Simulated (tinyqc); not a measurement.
## Gain factor and gap resistance from two string resistances

Problem. At small bit-line voltage each of the 96 cells has the resistance 1/(K x) at overdrive x (no mobility reduction) in series with a gap resistance Rg. Find K, Rg and the share of the gaps at the higher overdrive.

resistance of a string of 96 equal cells at overdrives of 4.4 and 8.9 V (kohm): [2321.5217, 1472.9321]

Solution. The resistance per cell is a straight line in 1/x with slope 1/K and intercept Rg.

K = 13.0 uA/V^2
Rg = 6.70 kohm
share of the gaps = 43.7 %

tinyqc, about 0.5 s, one thread, Intel Xeon 2.30GHz (shared host): `OMP_NUM_THREADS=1 python tinyqc.py 2142056 2142057 out.jsonl`
